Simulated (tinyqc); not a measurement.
Reduced Fermi level from a carrier density: charge neutrality of a doped semiconductor with incomplete ionisation. Computed by tinyqc, a small Python program. Command: `OMP_NUM_THREADS=1 python tinyqc.py 3019317 3019318 out.jsonl dopant walk`. One thread of a shared host (Intel(R) Xeon(R) Processor @ 2.30GHz), about 0.04 s of CPU time with the checks.

Energies are counted from the top of the valence band; E_D is measured down from the conduction band and E_A up from the valence band.

Inputs (values chosen for the exercise, modelled on ZnSe):

| quantity | value | unit |
|---|---|---|
| gap at 0 K E_g0 | 2.83 | eV |
| Varshni alpha | 0.000731 | eV/K |
| Varshni beta | 291 | K |
| electron mass m_e | 0.152 | m_0 |
| valleys M_c | 1 | - |
| hole mass m_h | 0.778 | m_0 |
| temperature T | 150 | K |

Doping: n-type, compensated. Statistics of the bands: Fermi-Dirac.

ratios u of density to N: 0.007  0.026  0.095  0.35  1.3  4.8  18

Constants: m_0 = 9.1093837015e-31 kg; k_B = 1.380649e-23 J/K; h = 6.62607015e-34 J s; k_B = 8.617333262e-05 eV/K.

Method:
- E_g = E_g0 - alpha T^2/(T + beta).
- N_c = 2 M_c (2 pi m_e k_B T/h^2)^(3/2) and N_v = 2 (2 pi m_h k_B T/h^2)^(3/2), masses in units of m_0.
- n_i = sqrt(N_c N_v) exp(-E_g/(2 k_B T)); E_i = E_g/2 + (k_B T/2) ln(N_v/N_c).
- F_1/2(eta) = (2/sqrt(pi)) int_0^infinity sqrt(x)/(1 + exp(x - eta)) dx, by the trapezoid rule in t = sqrt(x) with step 0.02 up to t = 12 (for eta < -12 by exp(eta) - exp(2 eta)/2^(3/2)).
- For u = density/N of the majority band, eta solves F_1/2(eta) = u (bisection). Boltzmann: ln u. Joyce-Dixon: ln u + u/sqrt(8) - 4.95009e-3 u^2 + 1.48386e-4 u^3 - 4.42563e-6 u^4. Degenerate limit: (3 sqrt(pi) u/4)^(2/3). The last column is (eta - ln u) k_B T.

N_c = 5.25766e+17 cm^-3

k_B T = 0.0129260 eV

Eta by four rules:

| u | density (cm^-3) | exact | Boltzmann | Joyce-Dixon | degenerate | Boltzmann error (meV) |
|---|---|---|---|---|---|---|
| 0.007 | 3.6804e+15 | -4.9594 | -4.9618 | -4.9594 | 0.0442 | 3.1987e-02 |
| 0.026 | 1.3670e+16 | -3.6405 | -3.6497 | -3.6405 | 0.1061 | 1.1878e-01 |
| 0.095 | 4.9948e+16 | -2.3203 | -2.3539 | -2.3203 | 0.2517 | 4.3358e-01 |
| 0.35 | 1.8402e+17 | -0.9267 | -1.0498 | -0.9267 | 0.6004 | 1.5918e+00 |
| 1.3 | 6.8350e+17 | 0.7139 | 0.2624 | 0.7139 | 1.4401 | 5.8370e+00 |
| 4.8 | 2.5237e+18 | 3.1659 | 1.5686 | 3.1657 | 3.4402 | 2.0647e+01 |
| 18 | 9.4638e+18 | 8.2022 | 2.8904 | 8.0513 | 8.3037 | 6.8661e+01 |

Boltzmann statistics place E_F within 1 meV of the exact value up to u = 0.0950 of those listed and miss by 68.7 meV at u = 18. Joyce-Dixon stays within 0.01 in eta up to u = 4.80; the degenerate limit is still 1.2 % high at the last u. Past u of about 10 the Joyce-Dixon series fails. A parabolic band is assumed throughout.
